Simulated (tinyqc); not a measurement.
Drifting, spreading and decaying minority pulse (Haynes-Shockley), explicit time steps: one step of the calculation.

Low injection in a uniform field: dn/dt = D d2n/dx2 - v dn/dx - n/tau with D = mu Vt and v = mu F towards +x. Exact solution on an infinite bar for a Gaussian start at x0: n = N0 exp(-t/tau) exp(-(x - x0 - v t)^2/(2 s^2))/sqrt(2 pi s^2), s^2 = s0^2 + 2 D t.

Task. Coefficients of the scheme. Exponentially fitted fluxes: d = F hx/Vt, B(d) = d/(exp(d) - 1), k = D dt/hx^2; (L n)_i = a n_(i-1) + b n_i + c n_(i+1) with a = k B(-d), c = k B(d), b = -a - c - dt/tau. Explicit steps keep n positive for dt up to 1/[(D/hx^2)(B(d) + B(-d)) + 1/tau].

Inputs (values chosen for the exercise); mobility that of a made-up semiconductor:
- T = 300 K (temperature)
- mu = 441 cm^2/(V s) (minority-carrier mobility)
- F = 2.7 V/cm (sweep field along the drift)
- hx = 50 um (mesh step)
- tau = 0.0001 s (lifetime)
- dt = 8.6e-7 s (time step)

Constants: q = 1.602176634e-19 C, kB = 1.380649e-23 J/K, Vt = kB T/q. Results are converted to the units shown.

Wanted: D; v; d; a; b; c; positivity limit of dt.

Result.

D = 11.401 cm^2/s
v = 1190.7 cm/s
d = 0.52220
a = 0.50346
b = -0.81071
c = 0.29866
positivity limit of dt = 1.0608e-6 s

Computed by the program tinyqc: `OMP_NUM_THREADS=1 python tinyqc.py 2310112 2310113 out.jsonl`, one thread of a shared Intel Xeon 2.30GHz, about 0.01 s for the whole run.
